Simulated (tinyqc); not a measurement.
Thin-body transistor below threshold, two-dimensional Poisson equation on a small mesh: two steps of the calculation.

A thin body on a thick buried insulator of low permittivity, taken as carrying no normal field at the bottom of the body (row 0). Mobile charge is neglected (subthreshold), the body is fully depleted, and potentials are counted from the intrinsic level; rows run upward to the gate, columns from source to drain.

Inputs (values chosen for the exercise); semiconductor permittivity close to that of silicon:
```
symbol,value,unit,meaning
T,300,K,temperature
eps_r,11.9,,relative permittivity of the semiconductor
eox,22,,relative permittivity of the insulator
tb,6,nm,body thickness
tox,5.3,nm,insulator thickness
L,43,nm,channel length
Na,4.8e17,cm^-3,acceptor density of the depleted body
Vbi,0.5,V,potential of the source
```

Constants: q = 1.602176634e-19 C, kB = 1.380649e-23 J/K, Vt = kB T/q, eps0 = 8.8541878128e-14 F/cm where lengths are in cm. Results are converted to the units shown.

Problem 1. Coefficients of the five-point equations. Mesh: rows i = 0..3 in the semiconductor (step hs = tb/3, row 3 on the interface), then 2 step(s) ho = tox/2 up to the gate row 5; columns j = 0..6 (step hy = L/6). Box integration, divided by eps0: up_i = eps hy/h of the interval above row i, dn_i = that of the interval below (0 for row 0), lat_i = (sum of eps h/2 over the intervals above and below)/hy, s_i = -q Na w_i hy/eps0 with w_i the semiconductor height of the box (hs/2 for row 0 and the interface row, hs between, 0 in the insulator). Each free node obeys (up + dn + 2 lat) psi = up psi(above) + dn psi(below) + lat [psi(left) + psi(right)] + s.

Wanted: up; dn; lat; s.

Solution 1.

```
row      up      dn     lat      s (V)
0    42.642       0  1.6605  -0.062247
1    42.642  42.642  3.3209   -0.12449
2    42.642  42.642  3.3209   -0.12449
3    59.497  42.642  5.7279  -0.062247
4    59.497  59.497  8.1349          0
```

Problem 2. Barrier, swing and barrier lowering. The barrier is read along row 0, the path farthest from the gate. Take the node j of lowest psi: barrier Vbi - psi_j; swing Vt ln 10/(d psi_j/dVg); DIBL = (d psi_j/dVd)/(d psi_j/dVg). The derivatives solve the same equations with s = 0 and a unit change of that voltage.

converged psi (V):
```
               j=0          j=1          j=2          j=3          j=4          j=5          j=6
row 0   0.50000000   0.14951690   0.00982317  -0.02266283   0.01581316   0.16878935   0.55000000
row 1   0.50000000   0.14276854   0.00710828  -0.02396631   0.01281430   0.16136168   0.55000000
row 2   0.50000000   0.12168379  -0.00083219  -0.02763480   0.00403060   0.13815529   0.55000000
row 3   0.50000000   0.08359688  -0.01330726  -0.03293722  -0.00981307   0.09623964   0.55000000
row 4   0.22500000   0.02658710  -0.02864134  -0.03980731  -0.02667240   0.03377007   0.25000000
row 5  -0.05000000  -0.05000000  -0.05000000  -0.05000000  -0.05000000  -0.05000000  -0.05000000
```

d psi/dVg on row 0: j=0 0.00000000, j=1 0.60595478, j=2 0.85115855, j=3 0.91077224, j=4 0.85115855, j=5 0.60595478, j=6 0.00000000
d psi/dVd on row 0: j=0 0.0000000, j=1 0.0042982, j=2 0.0145208, j=3 0.0446139, j=4 0.1343206, j=5 0.3897471, j=6 1.0000000

Find: j; barrier; swing; DIBL.

Solution 2.

j = 3
barrier = 0.52266 V
swing = 65.358 mV/decade
DIBL = 48.985 mV/V

Program tinyqc, `OMP_NUM_THREADS=1 python tinyqc.py 2480139 2480140 out.jsonl`; Intel Xeon 2.30GHz, shared host, one thread, about 0.1 s.
